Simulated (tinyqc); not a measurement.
Pariser-Parr-Pople SCF with singles CI, for the molecule NC1=CC2=CC=CC2=C1 (SMILES; centres numbered as the heavy atoms are written), step by step. One step of it, computed by the program tinyqc.

Problem. Iteration 2: orbitals and new P. Diagonalise F (the basis is taken as orthonormal) and form P = 2 sum c c over the lowest orbitals; 0.3 of the old P is kept.

F (eV):
```
           1N         2C         3C         4C         5C         6C         7C         8C
1N  -8.430591  -3.212417  -0.019720   0.114979  -0.016713  -0.064450  -0.016713   0.114979
2C  -3.212417  -4.042080  -4.198448   0.612882   0.034230  -0.242861   0.034230   0.612882
3C  -0.019720  -4.198448  -3.017756  -5.155003  -0.156757   0.325577   0.238699   0.111818
4C   0.114979   0.612882  -5.155003  -3.921797  -3.766065   0.273802   0.000884  -4.329119
5C  -0.016713   0.034230  -0.156757  -3.766065  -4.690136  -4.959823  -0.570170   0.000884
6C  -0.064450  -0.242861   0.325577   0.273802  -4.959823  -5.976539  -4.959823   0.273802
7C  -0.016713   0.034230   0.238699   0.000884  -0.570170  -4.959823  -4.690136  -3.766065
8C   0.114979   0.612882   0.111818  -4.329119   0.000884   0.273802  -3.766065  -3.921797
9C  -0.019720  -4.198448   0.949313   0.111818   0.238699   0.325577  -0.156757  -5.155003

           9C
1N  -0.019720
2C  -4.198448
3C   0.949313
4C   0.111818
5C   0.238699
6C   0.325577
7C  -0.156757
8C  -5.155003
9C  -3.017756
```

pi electrons, sum of z_r less the charge = 10

P after iteration 1:
```
           1N         2C         3C         4C         5C         6C         7C         8C
1N   1.576131   0.259512   0.007399  -0.060171   0.011887   0.051932   0.011887  -0.060171
2C   0.259512   1.449118   0.463926  -0.218386  -0.018340   0.150893  -0.018340  -0.218386
3C   0.007399   0.463926   1.187491   0.709558   0.063639  -0.174481  -0.122616  -0.039857
4C  -0.060171  -0.218386   0.709558   0.991733   0.352989  -0.097563  -0.000315   0.497494
5C   0.011887  -0.018340   0.063639   0.352989   0.783119   0.659403   0.203244  -0.000315
6C   0.051932   0.150893  -0.174481  -0.097563   0.659403   1.050064   0.659403  -0.097563
7C   0.011887  -0.018340  -0.122616  -0.000315   0.203244   0.659403   0.783119   0.352989
8C  -0.060171  -0.218386  -0.039857   0.497494  -0.000315  -0.097563   0.352989   0.991733
9C   0.007399   0.463926  -0.338395  -0.039857  -0.122616  -0.174481   0.063639   0.709558

           9C
1N   0.007399
2C   0.463926
3C  -0.338395
4C  -0.039857
5C  -0.122616
6C  -0.174481
7C   0.063639
8C   0.709558
9C   1.187491
```

Give: orbital energies; P after iteration 2.

Solution.

orbital energies (eV): -14.248  -11.750  -9.829  -8.904  -5.241  -3.690  2.031  4.914  5.008

P after iteration 2:
```
        1N      2C      3C      4C      5C      6C      7C      8C
1N   1.844   0.195  -0.098   0.015   0.027  -0.029   0.027   0.015
2C   0.195   1.350   0.563  -0.224  -0.053   0.171  -0.053  -0.224
3C  -0.098   0.563   0.973   0.632   0.237  -0.098  -0.276  -0.111
4C   0.015  -0.224   0.632   1.113   0.440  -0.170  -0.068   0.509
5C   0.027  -0.053   0.237   0.440   0.747   0.652   0.218  -0.068
6C  -0.029   0.171  -0.098  -0.170   0.652   1.142   0.652  -0.170
7C   0.027  -0.053  -0.276  -0.068   0.218   0.652   0.747   0.440
8C   0.015  -0.224  -0.111   0.509  -0.068  -0.170   0.440   1.113
9C  -0.098   0.563  -0.075  -0.111  -0.276  -0.098   0.237   0.632

        9C
1N  -0.098
2C   0.563
3C  -0.075
4C  -0.111
5C  -0.276
6C  -0.098
7C   0.237
8C   0.632
9C   0.973
```
